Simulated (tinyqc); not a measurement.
## Zener tunnelling in a reverse-biased junction, two-band WKB: effect of temperature

Abrupt p-n junction, depletion approximation. Energies E are counted from the conduction-band edge of the neutral n side; its Fermi level lies at dn, that of the p side at dn - V, and the valence-band edge of the neutral p side at Em = dn + dp - V. Tunnelling needs 0 < E < Em. Two-band dispersion with equal masses m: inside the gap kappa = sqrt(m u (1 - u/Eg)/C), u the distance from a band edge, C = hbar^2/(2 m0).

Nc and Nv are given at 300 K and scale as (T/300 K)^1.5; Eg, m and eps_r are held. Nd = Nc F12(dn/Vt), Na = Nv F12(dp/Vt), F12(x) = (2/sqrt(pi)) int_0^infinity sqrt(u)/(1 + exp(u - x)) du; dn = EF - Ec on the n side, dp = Ev - EF on the p side (negative outside the bands); Vbi = Eg + dn + dp. W = sqrt(2 eps0 eps_r (Vbi - V)(1/Na + 1/Nd)/q), mean field F = (Vbi - V)/W, peak field 2 F. In a uniform field F the exponent is S = pi sqrt(m/C) Eg^1.5/(4 F). Transverse energy Et = C kt^2/m raises it to S (1 + 4 Et/Eg), so T = exp(-S) exp(-Et/Eb) with Eb = Eg/(4 S). KJ = (2 q^2/h) m/(4 pi C) (times 1e14 for A/cm^2 per eV^2). J = KJ exp(-S) Eb times the integral from 0 to Em of [f(E - dn) - f(E - dn + V)] [1 - exp(-min(E, Em - E)/Eb)] dE, f(x) = 1/(1 + exp(x/Vt)), with S and Eb from the mean field; J > 0 flows from p to n.

Inputs (values chosen for the exercise); band and dielectric values close to those of germanium:

| symbol | value | unit | meaning |
|---|---|---|---|
| Eg | 0.649 | eV | band gap |
| eps_r | 15.8 |  | relative permittivity |
| Nc | 1.02e19 | cm^-3 | conduction-band density of states at 300 K |
| Nv | 6.02e18 | cm^-3 | valence-band density of states at 300 K |
| m | 0.053 | m0 | band-edge mass of the two-band model |
| Na | 2.7e18 | cm^-3 | acceptor density |
| Nd | 3.4e18 | cm^-3 | donor density |
| V | -1.8 | V | bias of the p side |

Constants: q = 1.602176634e-19 C, kB = 1.380649e-23 J/K, hbar = 1.054571817e-34 J s, h = 6.62607015e-34 J s, m0 = 9.1093837015e-31 kg, Vt = kB T/q, eps0 = 8.8541878128e-14 F/cm where lengths are in cm, hbar^2/(2 m0) = 0.0380998212 eV nm^2. Results are converted to the units shown.

Result of one run:
```
Vbi (V)  mean field (MV/cm)      S  J (A/cm^2)
0.6803               0.4623  10.48      -669.7
```

Which temperature T gave this result: 50, 200, 300 or 400 K?

T = 50 K.

The whole series:
```
T (K)  Vbi (V)  mean field (MV/cm)      S  J (A/cm^2)
50      0.6803              0.4623  10.48      -669.7
100     0.6731              0.4616  10.49      -655.9
150     0.6613              0.4605  10.52      -633.9
200     0.6459              0.4591  10.55      -606.2
300     0.6070              0.4554  10.63      -540.3
400     0.5599              0.4510  10.74      -468.5
```

Vbi falls from 0.680 to 0.560 V, S rises from 10.5 to 10.7, and |J| falls from 670 to 468 A/cm^2, a spread of a factor 1.43. That is small against a thermally activated current. The shrinking of the gap with temperature, left out here, would raise J.

Range of the model: The two-band model describes a direct gap; phonon-assisted tunnelling across an indirect gap is left out. Parabolic densities of states, no band tails and no gap narrowing, all of which matter at such doping.

tinyqc, about 0.03 s, one thread, Intel Xeon 2.30GHz (shared host): `OMP_NUM_THREADS=1 python tinyqc.py 2620128 2620129 out.jsonl`
